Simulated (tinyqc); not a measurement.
From results back to parameters: Boltzmann transport in a parabolic band with a power-law relaxation time. Three cases, with inputs chosen for the exercise.

Problem. The Seebeck coefficient and the Hall density nH = n/rH are given; md is hidden (a Pisarenko analysis).

F_j(eta) = (1/Gamma(j + 1)) integral_0^infinity x^j dx/(1 + exp(x - eta)), which tends to exp(eta) for eta << 0.

n = N F_1/2(eta) with N = 2 (m kB T/(4 pi c))^(3/2) with c = hbar^2/2m0, in 1/angstrom^3; times 1e24 for 1/cm^3, m = md.

tau = tau0 x^r with x = E/kT. With K_j = Gamma(j + 1) F_j(eta): <tau> = tau0 (r + 3/2) K_(r+1/2)/((3/2) K_(1/2)); mu = <tau>/(mc m0/e), m0/e = 5.685630e-12 kg/C; Hall factor rH = (3/2) K_(1/2) (2r + 3/2) K_(2r+1/2)/((r + 3/2) K_(r+1/2))^2; Seebeck S = -(kB/e) [(r + 5/2) K_(r+3/2)/((r + 3/2) K_(r+1/2)) - eta]; Lorenz number L = (kB/e)^2 [(r + 7/2) K_(r+5/2)/((r + 3/2) K_(r+1/2)) - ((r + 5/2) K_(r+3/2)/((r + 3/2) K_(r+1/2)))^2]; kB/e in V/K. Valley anisotropy is left out of rH.

Constants: hbar^2/2m0 = 3.80998211 eV angstrom^2; kB = 8.617333262e-05 eV/K.

Case 1.

Values chosen (out of a larger set: masses near those of Si; tau0 is set for a mobility of the usual size at this n, kL is a free input; freeze-out and phonon drag, which matter near 77 K, are left out; not measured data): r = 1.5 (exponent of tau); T = 400 K.

S = -187.333 microvolt/K
nH = 1.6781e+20 1/cm^3

Case 2.

Values chosen (out of a larger set: masses near those of Si; tau0 is set for a mobility of the usual size at this n, kL is a free input; freeze-out and phonon drag, which matter near 77 K, are left out; not measured data): r = -0.5 (exponent of tau); T = 77 K.

S = -63.395 microvolt/K
nH = 2.5136e+19 1/cm^3

Case 3.

Values chosen (out of a larger set: masses near those of GaAs; tau0 is set for a mobility of the usual size at this n, kL is a free input; freeze-out and phonon drag, which matter near 77 K, are left out; not measured data): r = -0.5 (exponent of tau); T = 500 K.

S = -130.148 microvolt/K
nH = 1.8336e+18 1/cm^3

Find: eta; rH; n; md.

Solution. S depends on eta alone and |S| falls steadily with it; eta gives rH and so n, and N = n/F_1/2(eta) gives md from N proportional to md^(3/2).

Case 1.

eta = 3.37
rH = 1.311
n = 2.2e+20 1/cm^3
md = 1.062 m0

Case 2.

eta = 4.35
rH = 1.034
n = 2.6e+19 1/cm^3
md = 1.061 m0

Case 3.

eta = 1.49
rH = 1.091
n = 2.0e+18 1/cm^3
md = 0.067 m0

Computed by tinyqc, one run a case: `OMP_NUM_THREADS=1 python tinyqc.py N N+1 out.jsonl` with N = 1650584, 1650602, 1650603; one thread of a shared Intel(R) Xeon(R) Processor @ 2.30GHz, about 0.02 s a run at most.
